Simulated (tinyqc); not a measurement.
Worked calculation: one-electron ion in a basis of Gaussians. One step of it, computed by the program tinyqc.

Question. Generalised eigenproblem. Solve H C = S C e through S^(-1/2); each column has its largest component positive (the first on a tie).

H = T + V (hartree):
```
[[-5.587406, -6.280636, -6.069463, -5.050123],
 [-6.280636, -6.672659, -7.358531, -9.136714],
 [-6.069463, -7.358531, 3.192045, 4.407289],
 [-5.050123, -9.136714, 4.407289, 68.304886]]
```

S:
```
[[1.000000, 0.730321, 0.342893, 0.134901],
 [0.730321, 1.000000, 0.730222, 0.342773],
 [0.342893, 0.730222, 1.000000, 0.730150],
 [0.134901, 0.342773, 0.730150, 1.000000]]
```

Give: eigenvalues of S; eigenvalues; coefficients.

Answer.

eigenvalues of S: [0.0789, 0.3190, 1.0560, 2.5461]

eigenvalues (hartree): [-7.9699, 0.3168, 28.0207, 159.7308]

coefficients:
```
[[0.3964, 1.3953, -0.7073, 0.2846],
 [0.5504, -1.1818, 1.8334, -0.9119],
 [0.1518, -0.0437, -1.6371, 1.7846],
 [0.0465, -0.0535, 0.0456, -1.6360]]
```

For Z = 4 and l = 0 the exact lowest level is -Z^2/(2 n^2) with n = l + 1: -8.000000 hartree.
